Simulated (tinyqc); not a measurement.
Choosing the offset: vacuum evaporation: vapour pressure, source flux, thickness distribution, purity and step coverage. Computed by tinyqc, a small Python program. Command: `OMP_NUM_THREADS=1 python tinyqc.py 3113909 3113910 out.jsonl evap walk`. One thread of a shared host (Intel(R) Xeon(R) Processor @ 2.30GHz), about 0.01 s of CPU time with the checks.

Molecular flow, unit sticking of the metal, no re-evaporation. The background gas is taken as water vapour (18.015 g/mol, collision diameter 0.37 nm) at 300 K.

Inputs (values chosen for the exercise, modelled on germanium, with constants for the liquid): directionality n = 2; source-to-wafer distance h = 37 cm; wafer radius R = 7.5 cm.

Method. Rotating wafer, source offset by s and facing upwards: thickness at radius r is the mean over the angle a of (1 + (r^2 + s^2 - 2 r s cos a)/h^2)^(-(n + 3)/2), by 360 equal steps; non-uniformity (max - min)/(max + min) over 21 radii from 0 to R. The curvature at the centre vanishes at s/h = sqrt(2/(n + 3)).

Against the offset:
```
s/h  centre thickness  edge over centre  non-uniformity (%)
0.0            1.0000            0.9042              5.0291
0.2            0.9066            0.9189              4.2241
0.4            0.6900            0.9543              2.3402
0.5            0.5724            0.9740              1.3160
0.6            0.4636            0.9925              0.3780
0.7            0.3690            1.0084              0.4170
0.8            0.2903            1.0212              1.0482
0.9            0.2269            1.0309              1.5202
1.1            0.1377            1.0422              2.0678
```

What follows from these numbers?

The best row, s/h = 0.6, has 0.38 % against 5.0 % on the axis, at the price of a rate lower by a factor 2.16; the small-wafer optimum is sqrt(2/(n + 3)) = 0.63.

Extremes, crossings and ranges named in words are read from the listed rows.
